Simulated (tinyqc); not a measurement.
Worked calculation: MP2 on RHF in the sto-3g basis, frozen core, for BeH2, spin multiplicity 1. One step of it, computed by the program tinyqc.

Problem. Second-order Moller-Plesset energy. E2 = sum_ijab (ia|jb) [2 (ia|jb) - (ib|ja)] / (e_i + e_j - e_a - e_b) over occupied i, j and virtual a, b; the opposite-spin part is (ia|jb)^2 / denominator, the rest is same-spin, and SCS-MP2 scales them by 6/5 and 1/3.

orbital energies (hartree): MO1 -4.520036, MO2 -0.456728, MO3 -0.418489, MO4 0.206347, MO5 0.211950, MO6 0.472525, MO7 0.922795

Two-electron integrals over orbitals (pq|rs), unique and non-zero (hartree); the lowest 1 orbital is frozen and left out:
```
(22|22) 0.399056    (32|32) 0.163800    (33|22) 0.411678    (33|33) 0.434510
(42|22) 0.011281    (42|33) 0.010678    (42|42) 0.049127    (43|32) 0.011472
(43|43) 0.015886    (44|22) 0.366350    (44|33) 0.355172    (44|42) -0.024121
(44|44) 0.453814    (52|52) 0.049292    (53|53) 0.014585    (54|52) -0.008926
(54|54) 0.025695    (55|22) 0.368868    (55|33) 0.356048    (55|42) -0.007272
(55|44) 0.400620    (55|55) 0.449859    (62|22) -0.022649   (62|33) -0.046091
(62|42) -0.002683   (62|44) 0.047608    (62|55) 0.052317    (62|62) 0.077717
(63|32) -0.093773   (63|43) -0.009407   (63|63) 0.082359    (64|22) 0.004146
(64|33) -0.002141   (64|42) 0.040881    (64|44) -0.005298   (64|55) 0.005508
(64|62) 0.019163    (64|64) 0.044872    (65|52) 0.046599    (65|54) -0.006174
(65|65) 0.049648    (66|22) 0.399853    (66|33) 0.409019    (66|42) 0.025251
(66|44) 0.361132    (66|55) 0.368129    (66|62) -0.029453   (66|64) 0.015482
(66|66) 0.420762    (72|32) -0.044442   (72|43) -0.011268   (72|63) 0.060272
(72|72) 0.056458    (73|22) -0.006676   (73|33) -0.021363   (73|42) -0.016351
(73|44) 0.059452    (73|55) 0.059112    (73|62) 0.071201    (73|64) 0.006892
(73|66) -0.027255   (73|73) 0.082808    (74|32) -0.027670   (74|43) 0.011982
(74|63) 0.016110    (74|72) 0.004042    (74|74) 0.021815    (75|53) 0.013678
(75|75) 0.016491    (76|32) 0.139366    (76|43) 0.012963    (76|63) -0.092990
(76|72) -0.055413   (76|74) -0.023407   (76|76) 0.135156    (77|22) 0.426068
(77|33) 0.444863    (77|42) 0.002065    (77|44) 0.392047    (77|55) 0.390198
(77|62) -0.035614   (77|64) -0.006931   (77|66) 0.433180    (77|73) -0.009771
(77|77) 0.485629
```

Hartree-Fock energy = -15.55814956 hartree

Give: Terms; Pair energies; MP2 correlation energy; SCS-MP2 correlation energy; MP2 total energy.

Solution.

Terms:
```
i  j  a  b  (ia|jb)  (ib|ja)  denominator       term
3  3  6  6   0.0824   0.0824      -1.7820    -0.0038
2  2  6  6   0.0777   0.0777      -1.8585    -0.0032
2  3  6  7   0.0712   0.0603      -2.2705    -0.0026
3  2  7  6   0.0712   0.0603      -2.2705    -0.0026
3  3  7  7   0.0828   0.0828      -2.6826    -0.0026
2  2  4  4   0.0491   0.0491      -1.3261    -0.0018
2  2  5  5   0.0493   0.0493      -1.3374    -0.0018
3  2  6  7   0.0603   0.0712      -2.2705    -0.0013
2  3  7  6   0.0603   0.0712      -2.2705    -0.0013
2  2  7  7   0.0565   0.0565      -2.7590    -0.0012
3  3  4  4   0.0159   0.0159      -1.2497  -2.02e-04
2  3  4  7  -0.0164  -0.0113      -2.0044  -1.75e-04
3  2  7  4  -0.0164  -0.0113      -2.0044  -1.75e-04
3  3  5  5   0.0146   0.0146      -1.2609  -1.69e-04
3  3  4  6  -0.0094  -0.0094      -1.5159  -5.84e-05
3  3  6  4  -0.0094  -0.0094      -1.5159  -5.84e-05
3  2  4  7  -0.0113  -0.0164      -2.0044  -3.48e-05
2  3  7  4  -0.0113  -0.0164      -2.0044  -3.48e-05
2  2  4  6  -0.0027  -0.0027      -1.5923  -4.52e-06
2  2  6  4  -0.0027  -0.0027      -1.5923  -4.52e-06
```

Pair energies (hartree; pair i-j sums ij and ji):
```
pair  opposite spin  same spin
2-2         -0.0081          0
3-2         -0.0081  -1.31e-04
3-3         -0.0068          0
```

MP2 correlation energy = -0.023091 hartree

SCS-MP2 correlation energy = -0.027595 hartree

MP2 total energy = -15.581240 hartree
